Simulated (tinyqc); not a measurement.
Trap density from two Hall measurements.

Problem. p-type body, charge-sheet picture, full ionisation (an idealisation for deep acceptors), Boltzmann statistics for free electrons. e = Ec - EF at the surface. psi = Eg - Vt ln(Nv/Na) - e; N_dep = sqrt(2 eps0 eps_r Na (psi - Vt)/q); n_f = sqrt(N_dep^2 + 2 eps0 eps_r Vt Nc exp(-e/Vt)/q) - N_dep; Vg = Vfb + psi + q (N_dep + n_t + n_f)/Cox, Cox = eps0 eox/tox. Find e and n_t at both points and the mean trap density between them.

Inputs (values chosen for the exercise); band and dielectric values close to those of 4H silicon carbide:
- T = 250 K (temperature)
- Eg = 3.3 eV (band gap)
- eps_r = 9.85 (relative permittivity)
- Nc = 1.29e19 cm^-3 (conduction-band density of states at T)
- Nv = 1.9e19 cm^-3 (valence-band density of states at T)
- eox = 3.9 (relative permittivity of the insulator)
- tox = 67 nm (insulator thickness)
- Na = 2.9e16 cm^-3 (acceptor density)
- Vfb = -2.81 V (flat-band voltage without trapped charge)

Constants: q = 1.602176634e-19 C, kB = 1.380649e-23 J/K, Vt = kB T/q, eps0 = 8.8541878128e-14 F/cm where lengths are in cm. Results are converted to the units shown.

Vg (V): 11.414664  21.819252
free sheet density from the Hall effect (cm^-2): 1.0657887e9  1.9795149e11

Solution. Each n_f fixes e; what the gate voltage holds beyond psi, N_dep and n_f is trapped; the difference quotient is the density, smeared over a few Vt.

e (eV): 0.157  0.0420
n_t (cm^-2): 2.64e12  5.73e12
mean trap density = 2.69e13 cm^-2 eV^-1

Numbers from tinyqc (`OMP_NUM_THREADS=1 python tinyqc.py 2222134 2222135 out.jsonl`; about 0.02 s on one thread of a shared Intel Xeon 2.30GHz).
